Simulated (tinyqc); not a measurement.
# CMOS inverter, nodal equation and switching: what changes with what

An n-channel pull-down (bn, VTn) and a p-channel pull-up (bp, VTp) share the input Vin and the output node Vout, which carries the load C. Transistor (EKV form, voltages against the body): I = 2 n b Vt^2 [F(vp - Vs) - F(vp - Vd)] from drain to source, F(v) = ln^2(1 + exp(v/(2 Vt))), vp = (Vg - VT + sg |Vd - Vs|)/n. n-channel bodies are at 0; for the p-channel device all voltages are counted down from Vdd. b in uA/V^2 gives I in uA. Static: In = Ip. Transient: C dVout/dt = Ip - In. No velocity saturation, no gate capacitance beyond C.

Values chosen for this exercise:
```
symbol  value    unit                                  meaning
T         300       K                              temperature
Vdd       0.6       V                           supply voltage
n        1.17                                     slope factor
sg      0.102                   drain-induced barrier lowering
VTn      0.37       V                      n-channel threshold
VTp      0.42       V          p-channel threshold (magnitude)
bn        310  uA/V^2  gain factor of the pull-down transistor
bp        310  uA/V^2    gain factor of the pull-up transistor
C         2.8      fF                         load capacitance
```

Constants: q = 1.602176634e-19 C, kB = 1.380649e-23 J/K, Vt = kB T/q. Results are converted to the units shown.

Each table varies one quantity; the others keep the values above.

## Effect of the supply voltage

VM solves In = Ip with Vin = Vout; VIL and VIH are the inputs of gain -1, NML = VIL - Vout(VIH), NMH = Vout(VIL) - VIH. For a step input the delay to Vdd/2 is tHL = C times the integral of dV/(In - Ip) from Vdd/2 to Vdd at Vin = Vdd, and tLH likewise with Ip - In from 0 to Vdd/2 at Vin = 0.

Results:
```
Vdd (V),VM (V),gain at VM,NML (V),NMH (V),tHL (ps),tLH (ps)
0.2,0.07789,-7.253,0.03897,0.08897,1.048e5,5.270e5
0.3,0.1274,-9.332,0.08368,0.1337,6116,2.608e4
0.4,0.1773,-9.729,0.1281,0.1781,673.6,1897
0.5,0.2273,-9.792,0.1720,0.2220,179.7,333.8
0.6,0.2773,-9.802,0.2145,0.2645,83.18,123.2
0.8,0.3773,-9.804,0.2902,0.3402,35.13,43.53
1.2,0.5773,-9.804,0.3963,0.4463,15.03,16.76
```

Estimate the missing row, Vdd = 1 V.

Computed row:
```
Vdd (V),VM (V),gain at VM,NML (V),NMH (V),tHL (ps),tLH (ps)
1,0.4773,-9.804,0.3489,0.3989,21.25,24.58
```

With this row back in the table: As Vdd goes from 0.2 to 1.2 V, VM rises from 0.0779 to 0.577 V, the size of the gain rises from 7.25 to 9.80, tHL falls from 1.05e5 to 15.0 ps and tLH falls from 5.27e5 to 16.8 ps. The smaller margin is largest, 0.396 V, at Vdd = 1.2 V among the rows. For Vdd = 1 to 1.2 V the overdrive passes 0.5 V, where velocity saturation, left out here, would lengthen the delays of short devices. For Vdd = 0.2 to 0.4 V the supply is below a threshold, where mismatch, left out here, dominates margins and delay.

## Effect of the n-channel threshold

Same model as above.

Results:
```
VTn (V),VM (V),gain at VM,NML (V),NMH (V),tHL (ps),tLH (ps)
0.15,0.1776,-9.503,0.09048,0.3605,26.22,123.3
0.2,0.2002,-9.715,0.1201,0.3401,32.17,123.2
0.25,0.2229,-9.777,0.1488,0.3188,40.63,123.2
0.3,0.2456,-9.795,0.1767,0.2967,53.10,123.2
0.35,0.2682,-9.801,0.2038,0.2738,72.41,123.2
0.45,0.3136,-9.802,0.2564,0.2264,162.2,123.2
0.5,0.3363,-9.801,0.2821,0.2021,280.0,123.2
```

Estimate the missing row, VTn = 0.4 V.

Computed row:
```
VTn (V),VM (V),gain at VM,NML (V),NMH (V),tHL (ps),tLH (ps)
0.4,0.2909,-9.802,0.2303,0.2503,104.4,123.2
```

With this row back in the table: As VTn goes from 0.15 to 0.5 V, VM rises from 0.178 to 0.336 V, the size of the gain rises from 9.50 to 9.80, tHL rises from 26.2 to 280 ps and tLH stays near 123 ps. The smaller margin is largest, 0.230 V, at VTn = 0.4 V among the rows.

## Energy per operation against supply voltage

A chain of 20 such gates sets the cycle time tc = 20 (tHL + tLH)/2; per gate and cycle the switching energy is 0.2 C Vdd^2 and the leakage energy Vdd Ileak tc, Ileak the mean supply current at Vin = 0 and Vdd.

Energy per operation against supply voltage:
```
Vdd (V),tc (ns),switching (aJ),leakage (aJ),total (aJ)
0.15,2.817e4,12.60,9.752,22.35
0.2,6317,22.40,3.472,25.87
0.25,1402,35.00,1.141,36.14
0.3,322.0,50.40,0.3723,50.77
0.35,82.49,68.60,0.1317,68.73
0.4,25.70,89.60,0.05549,89.66
0.5,5.135,140.0,0.01940,140.0
0.6,2.064,201.6,0.01310,201.6
0.8,0.7865,358.4,0.01304,358.4
1,0.4584,560.0,0.01858,560.0
```

The total energy rises from 22.4 to 560 aJ, while the cycle time falls from 28200 to 0.458 ns. Leakage makes up 44 % of the total in the first row and 0.0033 % in the last. At Vdd = 1 V the overdrive passes 0.5 V, where velocity saturation, left out here, would lengthen the delays of short devices. For Vdd = 0.15 to 0.4 V the supply is below a threshold, where mismatch, left out here, dominates margins and delay.

Program tinyqc, `OMP_NUM_THREADS=1 python tinyqc.py 2340159 2340160 out.jsonl`; Intel Xeon 2.30GHz, shared host, one thread, about 0.05 s.
